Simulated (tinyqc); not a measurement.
Three-phonon processes in a diatomic chain: dispersion, energy and momentum conservation, and decay channels of optical phonons: one step, computed by the program tinyqc. Command: `OMP_NUM_THREADS=1 python tinyqc.py 3121036 3121037 out.jsonl threeph walk`. One thread of a shared host (Intel(R) Xeon(R) Processor @ 2.30GHz), about 0.05 s of CPU time with the checks.

Cell length a, two atoms, one spring constant. x = q a/pi runs from -1 to 1; A and O are the acoustic and optical branches. Matrix elements are not computed: only conservation laws and occupation factors are followed.

Question. Band edges. omega^2 = k (1/m + 1/M) -/+ k sqrt((1/m + 1/M)^2 - 4 sin^2(pi x/2)/(m M)); nu = 15.6333042 THz x sqrt(omega^2) for eV/(angstrom^2 u). Acoustic top sqrt(2 k/M), optical bottom sqrt(2 k/m), optical top sqrt(2 k (1/m + 1/M)).

Inputs (values chosen for the exercise, for a model chain): light mass m = 28.1 u; heavy mass M = 47.5 u; spring constant k = 11 eV/angstrom^2.

Constants: nu for 1 eV/(angstrom^2 u) = 15.6333042 THz.

Give: acoustic top; optical bottom; optical top; optical top over twice the acoustic top; optical bottom over twice the acoustic top; optical width over acoustic top.

Answer.

acoustic top = 10.64 THz

optical bottom = 13.83 THz

optical top = 17.45 THz

optical top over twice the acoustic top = 0.8201

optical bottom over twice the acoustic top = 0.6501

optical width over acoustic top = 0.3401

The zone-centre optical phonon can decay into two acoustic ones: this needs M/m <= 3.
